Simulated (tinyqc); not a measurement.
What moves the results: dielectric confinement in a thin film (image charges). A value that a table varies takes the place of the one given here.

A film |z| < t/2 of dielectric constant eps between half-spaces of dielectric constant e2; lam = (eps - e2)/(eps + e2), q = e^2/(4 pi eps0). The self-energy of a band edge is taken with the high-frequency value, e2 = eh, and the field of a fixed ion with the static one, e2 = eo. A charge at z has images lam^|n| at n t + (-1)^n z. Its self-energy is S(z) = (q/2 eps) sum over n >= 1 of lam^n [1/(n t - 2z) + 1/(n t + 2z)] for odd n and 2 lam^n/(n t) for even n; at the centre S(0) = -(q/(eps t)) ln(1 - lam).

Donor at the centre, lam from the static eo, trial function cos(pi z/t) exp(-rho/l): E(l) = c/(m l^2) - (q/eps) times the integral over k of F(k t) (1 + (k l/2)^2)^(-3/2), with F(x) = F0 + 2 lam exp(-x) G/(1 - lam exp(-x)), F0 = 2[(1 - exp(-x/2))/x + x (1 + exp(-x/2))/(x^2 + 4 pi^2)], G = 2 sinh(x/2)[1/x - x/(x^2 + 4 pi^2)]; c = hbar^2/2m0. The binding energy is -E at the minimum, counted from the subband edge with its self-energy.

Constants: e^2/(4 pi eps0) = 14.39964547 eV angstrom; hbar^2/2m0 = 3.80998211 eV angstrom^2; Ry = 13.60569312 eV.

Values chosen for the exercise (near those of a Si (100) film, two-fold valleys, between layers of a low-k oxide; shifted at random, so the results belong to these values and not to a real crystal): eps = 11.9 (dielectric constant of the film); eh = 2 (high-frequency dielectric constant outside); eo = 2.7 (static dielectric constant outside); m = 0.191 m0 (mass in the plane); mz = 0.919 m0 (mass across the film); ts = (12, 18, 26, 38, 55, 80, 120) angstrom (thicknesses); t = 54 angstrom (film thickness).

## Thinning the film

<S> is the mean over (2/t) cos^2(pi z/t); confinement c (pi/t)^2/mz; donor binding with and without images.

Results:

| t (angstrom) | <S> (meV) | confinement (meV) | binding, no images (meV) | binding (meV) | l (angstrom) |
|---|---|---|---|---|---|
| 12 | 141.5 | 284.1 | 55.5 | 198.7 | 15.8 |
| 18 | 94.4 | 126.3 | 50.6 | 155.3 | 18.4 |
| 26 | 65.3 | 60.5 | 45.7 | 123.2 | 21.1 |
| 38 | 44.7 | 28.3 | 40.4 | 96.4 | 24.4 |
| 55 | 30.9 | 13.5 | 35.2 | 75.5 | 28.2 |
| 80 | 21.2 | 6.4 | 30.0 | 58.6 | 32.7 |
| 120 | 14.2 | 2.8 | 24.8 | 44.4 | 38.5 |

Between 120 and 12 angstrom the binding goes from 44.4 to 198.7 meV; quantum confinement alone would take it from 24.8 to 55.5, so the images supply +19.5 and +143.2 meV. |<S>| goes as 1/t and exceeds the confinement energy beyond 24 angstrom. For t well above a* = 33 angstrom the separable trial function underbinds, which affects the last rows.

## Choice of the surrounding dielectric

The same film between different dielectrics; in this table one value e2 serves for both eo and eh.

Results:

| case | lam | <S> (meV) | binding (meV) | l (angstrom) |
|---|---|---|---|---|
| e2 = 1 | 0.845 | 46.0 | 114.0 | 27.2 |
| e2 = 2.5 | 0.653 | 26.9 | 79.1 | 27.9 |
| e2 = 3.9 | 0.506 | 18.3 | 64.2 | 28.5 |
| e2 = 7.5 | 0.227 | 6.9 | 45.7 | 29.6 |
| e2 = 16 | -0.147 | -3.8 | 30.1 | 31.2 |
| e2 = 25 | -0.355 | -8.6 | 23.7 | 32.2 |
| e2 = 80 | -0.741 | -16.1 | 14.4 | 34.3 |

The binding spans a factor 7.9, from 114 meV in vacuum to 14.4 meV for e2 = 80; going from 3.9 to 25 changes it by -40.6 meV and the band edge by -26.9 meV, so the binding responds 1.51 times as much as the edge (for an orbit much smaller than t the binding would change by twice the change of S(0), -45.3 meV; here l/t = 0.53 for e2 = 3.9).

## What each parameter does

<S> is the mean over (2/t) cos^2(pi z/t). Each row changes one parameter from the base and keeps the others.

Results:

| case | lam from eh | <S> (meV) | binding (meV) | l (angstrom) |
|---|---|---|---|---|
| base | 0.712 | 31.5 | 76.4 | 28.0 |
| t = 48 angstrom | 0.712 | 35.4 | 82.7 | 26.8 |
| eps = 10.7 | 0.685 | 32.6 | 84.0 | 26.4 |
| eo = 3.8 | 0.712 | 31.5 | 65.1 | 28.5 |
| eh = 2.6 | 0.641 | 26.2 | 76.4 | 28.0 |
| m = 0.229 m0 | 0.712 | 31.5 | 81.1 | 25.1 |

The largest shifts from the base row, up to three for each result and ties (the steps differ in size, so this ranks the rows, not the parameters). lam from eh: eh -0.071, eps -0.027; unchanged at the printed digits by t, eo and m. <S> (meV): eh -5.3, t +3.9, eps +1.1; unchanged at the printed digits by eo and m. binding (meV): eo -11.4, eps +7.5, t +6.2; unchanged at the printed digits by eh. l (angstrom): m -2.9, eps -1.7, t -1.3; unchanged at the printed digits by eh.

tinyqc: `OMP_NUM_THREADS=1 python tinyqc.py 1250191 1250192 out.jsonl`; about 0.06 s, one thread, shared Intel(R) Xeon(R) Processor @ 2.30GHz.
